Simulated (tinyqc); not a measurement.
# Gap and radiative efficiency from Jsc and Voc

Problem. Photon flux above E from a black body at temperature T into a hemisphere: Phi(E, T) = A sum_k exp(-k E/th)[E^2 th/k + 2 E th^2/k^2 + 2 th^3/k^3], k = 1, 2, ..., with th = kB T/q in eV and A = 2 pi q^3/(h^3 c^2). A cell with a sharp absorption edge has Jsc = q fs X Phi(Eg, Ts) and Voc = Vt ln(1 + Jsc/J0), J0 = q ge Phi(Eg, T)/ERE. Find Eg and ERE.

Parameters, values chosen for the exercise:
```
symbol,value,unit,meaning
T,300,K,cell temperature
Ts,5760,K,temperature of the black-body sun
fs,2.16e-5,,share of the hemisphere filled by the sun
X,1,,concentration
ge,1,,number of faces that emit
```

Constants: q = 1.602176634e-19 C, kB = 1.380649e-23 J/K, h = 6.62607015e-34 J s, c = 299792458 m/s, Vt = kB T/q. Results are converted to the units shown.

Jsc = 18.7295801 mA/cm^2
Voc = 1.71303780 V

Answer. Phi falls steadily with E, so Jsc fixes Eg; Voc gives J0, and its ratio to the radiative dark current is 1/ERE.

Eg = 2.04 eV
ERE = 0.300

Numbers from tinyqc (`OMP_NUM_THREADS=1 python tinyqc.py 2820017 2820018 out.jsonl`; about 0.01 s on one thread of a shared Intel Xeon 2.30GHz).
